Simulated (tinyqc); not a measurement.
Haynes-Shockley experiment: drift, diffusion and decay of a minority-carrier pulse: one step, computed by the program tinyqc.

A thin sheet of excess carriers is made at x = 0, t = 0 in a long uniform bar; injection is low, so the pulse moves with the minority mobility.

Question. Shape in time. dn(x, t) = N0/sqrt(4 pi D t) exp(-(x - v t)^2/(4 D t) - t/tau). Times are 0.7, 0.8, 0.9, 0.95, 1, 1.05, 1.1, 1.2 and 1.4 t_p.

Inputs (values chosen for the exercise, modelled on electrons in p-type germanium in a lightly doped bar): lifetime tau = 570 microsecond; temperature T = 250 K; distance d to the collector = 0.49 cm; injected sheet density N0 = 1.7e+10 1/cm^2.

time of the peak t_p = 19.66003 microsecond

D = 78.41773 cm^2/s

drift velocity v = 24752 cm/s

peak density = 1.177777e+11 1/cm^3

Give: the table «Signal at d» with the columns t (microsecond), dn (1/cm^3), dn/peak, for t/t_p = 0.70, 0.80, 0.90, 0.95, 1.00, 1.05, 1.10, 1.20, 1.40.

Answer.

Signal at d:
```
t/t_p  t (microsecond)  dn (1/cm^3)  dn/peak
0.70             13.76    8.116e+08    0.007
0.80             15.73    1.701e+10    0.144
0.90             17.69    7.662e+10    0.651
0.95             18.68    1.064e+11    0.903
1.00             19.66    1.178e+11    1.000
1.05             20.64    1.074e+11    0.912
1.10             21.63    8.286e+10    0.704
1.20             23.59    3.245e+10    0.276
1.40             27.52    1.420e+09    0.012
```

At 0.9 and 1.1 t_p the signal is 0.651 and 0.704 of its peak: the trailing side is the wider one.
